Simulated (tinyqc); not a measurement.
Energy and delay of logic against supply voltage: course of the iteration.

One expression serves below and above threshold: I(Vg) = Ik [ln(1 + exp((Vg - VT + dd V)/(al nf Vt)))]^al, with I_on = I(V) and I_off = I(0). Gate delay td = kd C V/I_on, clock period LD td. Per gate and cycle the switching energy is act C V^2 and the leakage energy I_off V LD td. No short-circuit current, no variation. Minima are sought above 0.09 V; below a few Vt gates no longer switch and the model has no meaning.

Start: V = 0.35 V.

Minimum-energy supply: E(V) is the energy per gate and cycle; with h = 0.001 V, E' = (E(V + h) - E(V - h))/(2 h), E'' = (E(V - h) - 2 E(V) + E(V + h))/h^2, V(new) = V - E'/E''.

Stop when the step is below 1e-9 V, or after 40 iterations.

Values chosen for this exercise; values of the order met in logic technologies:
```
symbol,value,unit,meaning
T,358,K,temperature
VT,0.25,V,threshold voltage at zero drain bias
nf,1.16,,slope factor
dd,0.09,,barrier lowering per volt of supply
Ik,0.48,uA,specific current of a gate
al,1.46,,exponent of the current law
C,1.7,fF,load capacitance of a gate
kd,0.8,,delay factor
LD,20,,logic depth
act,0.02,,activity factor
```

Constants: q = 1.602176634e-19 C, kB = 1.380649e-23 J/K, Vt = kB T/q. Results are converted to the units shown.

Course of the iteration:
```
iteration  V before the step (V)   step (V)
1                           0.35     -0.113
2                       0.236985     0.0306
3                       0.267576    8.78e-3
4                       0.276357    5.97e-4
5                       0.276954    2.52e-6
6                       0.276957  -2.68e-12
```

Did this iteration meet its convergence test, and what does its course show?

Yes. Converged in 6 iterations. There leakage makes up 49.8 % of the energy and the clock runs at 94.3 MHz.

tinyqc, about 0.01 s, one thread, Intel Xeon 2.30GHz (shared host): `OMP_NUM_THREADS=1 python tinyqc.py 2082012 2082013 out.jsonl`
